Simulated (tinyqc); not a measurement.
Shallow acceptor in the spherical model (Baldereschi-Lipari), strong spin-orbit limit: one step, computed by the program tinyqc. Command: `OMP_NUM_THREADS=1 python tinyqc.py 3003262 3003263 out.jsonl acceptor walk`. One thread of a shared host (Intel(R) Xeon(R) Processor @ 2.30GHz), about 0.01 s of CPU time with the checks.

The 1S(3/2) state has an s envelope f(r) and a d envelope g(r). In effective units they obey -(f'' + 2f'/r + 2f/r) + mu (g'' + 5g'/r + 3g/r^2) = E f and -(g'' + 2g'/r - 6g/r^2 + 2g/r) + mu (f'' - f'/r) = E g. The cubic term, the split-off band and the central cell are left out.

Problem. Effective units and couplings. Ry* = Ry/(gamma_1 eps^2), a* = a_0 eps gamma_1, mu = (6 gamma_3 + 4 gamma_2)/(5 gamma_1), delta = (gamma_3 - gamma_2)/gamma_1; spherical masses 1/(gamma_1 (1 - mu)) (heavy) and 1/(gamma_1 (1 + mu)) (light).

Inputs (values chosen for the exercise, modelled on CdTe):

| quantity | value | unit |
|---|---|---|
| Luttinger gamma_1 | 4.12 | - |
| Luttinger gamma_2 | 1.13 | - |
| Luttinger gamma_3 | 1.65 | - |
| dielectric constant eps | 10.1 | - |

Constants: Ry = 13.605693123 eV; a_0 = 0.529177210903 angstrom.

Give: Ry*; a*; mu; delta; heavy-hole mass; light-hole mass.

Solution.

Ry* = 32.373 meV

a* = 22.020 angstrom

mu = 0.7

delta = 0.12621

heavy-hole mass = 0.80906 m_0

light-hole mass = 0.14278 m_0
